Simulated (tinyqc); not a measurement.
From results back to parameters: inversion layer as a triangular well, valleys of the Si type. Five cases, with inputs chosen for the exercise.

Problem. The spacing of the two lowest levels of one ladder was computed from a hidden sheet density Ns.

The field is taken as constant, e F = 4 pi (e^2/4 pi eps0)(Nd + eta Ns)/eps, with 1e12/cm^2 = 1e-4/angstrom^2, and the oxide as a hard wall at z = 0; c = hbar^2/2m0.

Level j of a valley lies at E_j = a_j (c (e F)^2/m_z)^(1/3) above the band edge at the surface, with the Airy zeros a_j = 2.338107, 4.087949, 5.520560, 6.786708, 7.944134, 9.022651, 10.040174, 11.008524, 11.936016, 12.828777, and has <z> = 2 E_j/(3 e F).

Constants: hbar^2/2m0 = 3.80998211 eV angstrom^2; e^2/(4 pi eps0) = 14.39964547 eV angstrom.

Case 1.

Values chosen (near those of Si; the results hold for these values, not for the real material): m_z = 0.2562 m0 (confinement mass); eps = 11.7 (dielectric constant); Nd = 2.6 x 1e12/cm^2 (depletion charge); eta = 0.5 (share of Ns in the effective field).

E_1 - E_0 = 127.5577 meV

Case 2.

Values chosen (near those of Si; the results hold for these values, not for the real material): m_z = 0.899 m0 (confinement mass); eps = 11.5 (dielectric constant); Nd = 0.61 x 1e12/cm^2 (depletion charge); eta = 0.75 (share of Ns in the effective field).

E_1 - E_0 = 138.9786 meV

Case 3.

Values chosen (near those of Si; the results hold for these values, not for the real material): m_z = 0.3199 m0 (confinement mass); eps = 11.6 (dielectric constant); Nd = 0.62 x 1e12/cm^2 (depletion charge); eta = 0.5 (share of Ns in the effective field).

E_1 - E_0 = 126.7194 meV

Case 4.

Values chosen (near those of Si; the results hold for these values, not for the real material): m_z = 0.901 m0 (confinement mass); eps = 11.9 (dielectric constant); Nd = 1.4 x 1e12/cm^2 (depletion charge); eta = 0.5 (share of Ns in the effective field).

E_1 - E_0 = 77.8315 meV

Case 5.

Values chosen (near those of Si; the results hold for these values, not for the real material): m_z = 0.932 m0 (confinement mass); eps = 11.5 (dielectric constant); Nd = 1.9 x 1e12/cm^2 (depletion charge); eta = 0.5 (share of Ns in the effective field).

E_1 - E_0 = 115.7834 meV

Find: F; Ns.

Solution. e F = sqrt(m_z/c) [(E_1 - E_0)/(a_1 - a_0)]^(3/2), with a_0 and a_1 the first two zeros; then Ns = (eps e F/(4 pi e^2/4 pi eps0) - Nd)/eta.

Case 1.

F = 0.5104 MV/cm
Ns = 1.40 x 1e12/cm^2

Case 2.

F = 1.0873 MV/cm
Ns = 8.40 x 1e12/cm^2

Case 3.

F = 0.5647 MV/cm
Ns = 6.00 x 1e12/cm^2

Case 4.

F = 0.4562 MV/cm
Ns = 3.20 x 1e12/cm^2

Case 5.

F = 0.8418 MV/cm
Ns = 6.90 x 1e12/cm^2

Computed by tinyqc, one run a case: `OMP_NUM_THREADS=1 python tinyqc.py N N+1 out.jsonl` with N = 1251907, 1251920, 1251947, 1252026, 1252035; one thread of a shared Intel(R) Xeon(R) Processor @ 2.30GHz, about 0.04 s a run at most.
